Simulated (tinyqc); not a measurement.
Biaxially strained (001) channel, valley splitting in an inversion layer: one step of the calculation.

A thin layer grown on a relaxed buffer is stretched in the plane. The two valleys with their long axis along the growth direction (D2) sink against the four in-plane ones (D4); confinement in a triangular well splits them too. Only the lowest subband of each set is kept; one relaxation time, so the weakening of intervalley scattering is left out.

Question. Share of the light valleys and conductivity mass. EF solves Ns = N2 ln(1 + exp((EF - E2)/Vt)) + N4 ln(1 + exp((EF - E4)/Vt)); f2 is the share in D2, and 1/mc = f2/mt + (1 - f2)(1/mt + 1/ml)/2.

Values chosen for this exercise; values close to those of silicon on relaxed silicon-germanium:
```
symbol,value,unit,meaning
T,300,K,temperature
ml,0.915,m0,longitudinal mass
mt,0.187,m0,transverse mass
Ns,3.5e12,cm^-2,inversion density
```

Constants: q = 1.602176634e-19 C, kB = 1.380649e-23 J/K, Vt = kB T/q. Results are converted to the units shown.

EF = 0.099693617 eV
E2 = 0.091598413 eV
N2 = 4.0388985e12 cm^-2

Give: f2; mc.

Answer.

f2 = 0.99463
mc = 0.18740 m0

Numbers from tinyqc (`OMP_NUM_THREADS=1 python tinyqc.py 2530046 2530047 out.jsonl`; about 0.01 s on one thread of a shared Intel Xeon 2.30GHz).
